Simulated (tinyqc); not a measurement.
Strain, valley repopulation and piezoresistance in a many-valley conduction band: one step, computed by the program tinyqc. Command: `OMP_NUM_THREADS=1 python tinyqc.py 3018225 3018226 out.jsonl valleys walk`. One thread of a shared host (Intel(R) Xeon(R) Processor @ 2.30GHz), about 0.03 s of CPU time with the checks.

Valleys are ellipsoids with mass m_l along the axis a and m_t across it, parabolic, with one constant relaxation time; strain shifts the valleys and leaves the masses alone. Currents are taken along [100], in the plane, and along [001], across the plane.

Problem. Valley shifts. Herring-Vogt shift of a valley with unit axis a: dE = Xi_d tr(e) + Xi_u a.e.a.

Inputs (values chosen for the exercise, modelled on silicon): shear deformation potential Xi_u = 9.27 eV; dilation deformation potential Xi_d = 1.1 eV.

Valley axes: <100> (6 valleys in 3 pairs). Load: biaxial in the (001) plane.

strain tensor (%):
```
             x            y           z
x  -0.05258770   0.00000000  0.00000000
y   0.00000000  -0.05258770  0.00000000
z   0.00000000   0.00000000  0.04054955
```

Constants: k_B = 8.617333262e-05 eV/K.

Give: shifts dE; splitting (highest minus lowest).

Solution.

shifts dE (meV): x -5.586, y -5.586, z 3.048

splitting (highest minus lowest) = 8.634 meV
